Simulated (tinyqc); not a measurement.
A transmission-line measurement read back: specific resistance of a metal-semiconductor contact and its transmission-line measurement. Computed by tinyqc, a small Python program. Command: `OMP_NUM_THREADS=1 python tinyqc.py 3001369 3001370 out.jsonl contact walk`. One thread of a shared host (Intel(R) Xeon(R) Processor @ 2.30GHz), about 0.01 s of CPU time with the checks.

The barrier is parabolic (depletion approximation), energies E are normal energies counted from the band edge in the neutral semiconductor (downwards for holes), and the bias is zero. xi is an input, held fixed when other inputs move.

Inputs (values chosen for the exercise, modelled on n-type 4H-SiC):
```
quantity                                           value          unit
tunnelling mass m                                   0.28           m_0
permittivity eps                                     9.7             -
Richardson constant A*                               143  A/(cm^2 K^2)
barrier height phi_B                                 1.2            eV
doping N                                         2.5e+18        1/cm^3
Fermi level above the band edge in the bulk, xi    -0.12            eV
temperature T                                        500             K
sheet resistance R_sh                              11000           ohm
contact length d                                      15    micrometre
contact width W                                       73    micrometre
```

Image-force lowering: left out.

Constants: hbar = 1.054571817e-34 J s; eps_0 = 8.8541878128e-12 F/m; m_0 = 9.1093837015e-31 kg; k_B = 8.617333262e-05 eV/K; e = 1.602176634e-19 C.

Method:
- E_00 = (e hbar/2) sqrt(N/(eps eps_0 m)); band bending E_b = phi_B + xi; depletion width w = sqrt(2 eps eps_0 E_b/(e^2 N)).
- WKB transmission for E < E_b, with a = E/E_b: D = exp{-(E_b/E_00) [sqrt(1 - a) - a ln((1 + sqrt(1 - a))/sqrt(a))]}; D = 1 above.
- At zero bias 1/rho_c = (e A*/k_B^2) int D(E) f(E) dE, f = 1/(1 + exp((E - xi)/k_B T)); 200 Gauss-Legendre points from 0 to E_b, and k_B T ln(1 + exp((xi - E_b)/k_B T)) for the part above the barrier; the share of tunnelling is the part below.
- Transmission-line model: transfer length L_T = sqrt(rho_c/R_sh); R_c = (R_sh L_T/W) coth(d/L_T). Limits: rho_c/(W d) for d << L_T, sqrt(rho_c R_sh)/W for d >> L_T.
- Transmission-line model: transfer length L_T = sqrt(rho_c/R_sh); R_c = (R_sh L_T/W) coth(d/L_T). Two contacts a gap s apart give R = 2 R_c + R_sh s/W. A straight-line fit gives R_sh from the slope and R_c from the intercept; the simple reading takes L_x = R_c W/R_sh as the transfer length and rho_c = R_sh L_x^2.

R_c W = 4.11163e+08 ohm micrometre

contact resistance R_c = 5.63237e+06 ohm

specific contact resistance rho_c = 61.6662 ohm cm^2

Resistances:
```
gap s (micrometre)     R (ohm)
37000               1.6840e+07
75000               2.2566e+07
150000              3.3867e+07
300000              5.6470e+07
600000              1.0168e+08
```

L_x = 37378 micrometre

rho_c by the simple reading = 1.5369e+05 ohm cm^2

simple reading over true value = 2492.2

The simple reading is 2490 times too high, the factor coth^2(d/L_T): it holds only for d above about 2 L_T.
